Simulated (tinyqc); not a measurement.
One anharmonic mode: perturbation theory, self-consistent phonons and exact levels: one step, computed by the program tinyqc. Command: `OMP_NUM_THREADS=1 python tinyqc.py 3020126 3020127 out.jsonl scp walk`. One thread of a shared host (Intel(R) Xeon(R) Processor @ 2.30GHz), about 0.04 s of CPU time with the checks.

V(x) = k x^2/2 + b x^4 for one coordinate x of mass M. A constant K > 0 gives hbar Omega = sqrt((hbar^2/u) K/M) with K in eV/angstrom^2 and M in u.

Task: Hamiltonian in a small basis. Basis: oscillator states n of the constant |k|, with x = s (a + a+), s^2 = hbar Omega/(2|k|); H = hbar Omega (n + 1/2) + (k - |k|) x^2/2 + b x^4, with exact matrix elements of x^2 and x^4.

Inputs (values chosen for the exercise, for a model mode):

| quantity | value | unit |
|---|---|---|
| mode mass M | 17.6 | u |
| harmonic constant k | 0.576 | eV/angstrom^2 |
| quartic constant b | 0.628 | eV/angstrom^4 |
| basis size N of the small matrix | 5 | - |

Shape: single well.

Constants: hbar^2/u = 4.18015928e-03 eV angstrom^2.

Give: H.

Result:

H (meV):
```
      1      2      3      4      5
1  6.04   0.00   0.55   0.00   0.32
2  0.00  18.52   0.00   1.59   0.00
3  0.55   0.00  31.77   0.00   3.14
4  0.00   1.59   0.00  45.79   0.00
5  0.32   0.00   3.14   0.00  60.60
```
